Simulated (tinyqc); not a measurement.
# Rapid thermal processing of a wafer: radiative balance, ramp and cooling, pattern effects, pyrometer error and spike budget, step by step

A worked calculation. Computed by tinyqc, a small Python program that keeps every step. Command: `OMP_NUM_THREADS=1 python tinyqc.py 3111621 3111622 out.jsonl rtp walk`. One thread of a shared host (Intel(R) Xeon(R) Processor @ 2.30GHz), about 0.04 s of CPU time with the checks. Intermediate numbers are printed to about 6 digits and carried at full precision; extremes and crossings named in words are read from the listed rows.

The wafer is opaque and uniform through its thickness unless said otherwise; temperatures in formulas are in kelvin (C + 273.15). sigma = 5.670374419e-12 W/(cm^2 K^4).

Inputs (values chosen for the exercise, modelled on a hot silicon wafer):

| quantity | value | unit |
|---|---|---|
| wafer thickness d | 625 | micrometre |
| heat capacity per volume C | 2.07 | J/(cm^3 K) |
| thermal conductivity k | 0.23 | W/(cm K) |
| emissivity eps of each face | 0.71 | - |
| reflectivity of the chamber walls r | 0.12 | - |
| gas heat-transfer coefficient h, both faces together | 0.84 | mW/(cm^2 K) |
| wall temperature T_w | 350 | K |
| process temperature | 920 | C |
| starting temperature | 450 | C |
| ramp rate | 60 | K/s |
| relative change of absorptivity over a pattern | 3.9 | % |
| period of the pattern | 16 | mm |
| pyrometer wavelength | 0.9 | micrometre |
| error of the assumed emissivity | 11 | % |
| activation energy of the process E_a | 2 | eV |

Constants: k_B = 8.617333262e-05 eV/K; h = 6.62607015e-34 J s; c = 299792458 m/s; k_B = 1.380649e-23 J/K.

## Power to hold and to ramp

Effective emissivity between parallel grey plates: eps_eff = 1/(1/eps + 1/(1 - r) - 1). Loss per area q(T) = 2 eps_eff sigma (T^4 - T_w^4) + h (T - T_w). Absorbed power during a ramp = q(T) + C d x ramp rate; thermal time constant tau = C d/(dq/dT), dq/dT = 8 eps_eff sigma T^3 + h; natural cooling rate q/(C d); front-to-back difference under one-sided heating at the end of the ramp = (absorbed power) d/(2 k).

eps_eff = 0.647327

holding power q = 15.4761 W/cm^2

power at the end of the ramp = 23.2386 W/cm^2

dq/dT = 50.7182 mW/(cm^2 K)

time constant tau = 2.55086 s

natural cooling rate = 119.622 K/s

front-to-back difference = 3.15742 K

Radiation carries 95 % of the loss. The ramp needs 1.5 times the holding power.

## Cooling curve

Cooling with the lamps off: C d dT/dt = -q(T), integrated adaptively (relative tolerance 1e-10).

Lamps off at t = 0:

| t (s) | T (C) | cooling rate (K/s) |
|---|---|---|
| 0.26 | 890.394 | 108.434 |
| 0.51 | 864.457 | 99.297 |
| 1.00 | 819.504 | 84.851 |
| 1.80 | 758.829 | 67.934 |
| 2.60 | 709.456 | 56.153 |
| 3.80 | 649.846 | 44.051 |
| 6.40 | 556.910 | 29.203 |
| 10.00 | 471.946 | 19.203 |

The rate falls from 120 K/s at t = 0 to 19.2 K/s in the last row.

## Thermal budget of a spike

Spike anneal: linear ramp to the peak, then lamps off. Equivalent time at the peak = int exp(-(E_a/k_B)(1/T - 1/T_peak)) dt; estimate (k_B T^2/E_a)(1/ramp rate + 1/cooling rate). The ramp part uses 4000 trapezoid steps, the cooling part 4000 steps over 4 tau. Time within 50 K of the peak from the same curves.

equivalent time, ramp = 0.930734 s

equivalent time, cooling = 0.565223 s

equivalent time, total = 1.49596 s

estimate = 1.53508 s

time within 50 K of the peak = 1.28804 s

Cooling supplies 38 % of the budget.

## What a faster ramp buys

The formulas are those given above.

Against the ramp rate:

| ramp (K/s) | ramp part (s) | cooling part (s) | total (s) | power at the peak (W/cm^2) |
|---|---|---|---|---|
| 10 | 5.58440 | 0.565223 | 6.14963 | 16.770 |
| 25 | 2.23376 | 0.565223 | 2.79898 | 18.710 |
| 50 | 1.11688 | 0.565223 | 1.68210 | 21.945 |
| 100 | 0.55844 | 0.565223 | 1.12366 | 28.414 |
| 250 | 0.22338 | 0.565223 | 0.78860 | 47.820 |
| 500 | 0.11169 | 0.565223 | 0.67691 | 80.164 |
| 1000 | 0.05584 | 0.565223 | 0.62107 | 144.851 |

From 10 to 100 K/s the total falls by a factor 5.5, from 100 to 1000 K/s by 1.81: the cooling part, 0.565 s, is a floor, and the natural cooling rate here is 120 K/s.

## Pattern effect

At steady state a sinusoidal change of absorbed power of relative amplitude a and period p gives the temperature amplitude a q/(dq/dT + k d (2 pi/p)^2); healing length l = sqrt(k d/(dq/dT)); process change = E_a dT/(k_B T^2). Emissivity is taken as unchanged.

healing length l = 5.32380 mm

amplitude without lateral conduction = 11.9004 K

amplitude = 2.21575 K

change of the process rate = 3.61234 %

Lateral conduction cuts the amplitude to 19 %, since p/(2 pi l) = 0.48.

## Pyrometer error

Signal proportional to eps/(exp(c2/(lambda T)) - 1), c2 = h c/k_B. If the assumed emissivity is too high by the given error, the reading T' solves (1 + error)/(exp(c2/(lambda T')) - 1) = 1/(exp(c2/(lambda T)) - 1). Wien estimate: T' - T = -lambda T^2 ln(1 + error)/c2. Process rates go as exp(-E_a/(k_B T)).

c2 = 14387.8 micrometre K

c2/(lambda T) = 13.3985

reading less true temperature = -9.22153 K

Wien estimate = -9.29337 K

rate at T over rate at T', less 1 = 16.3589 %

Checks made by the program: cooling time against quadrature of C d dT/q (relative difference 3e-08).
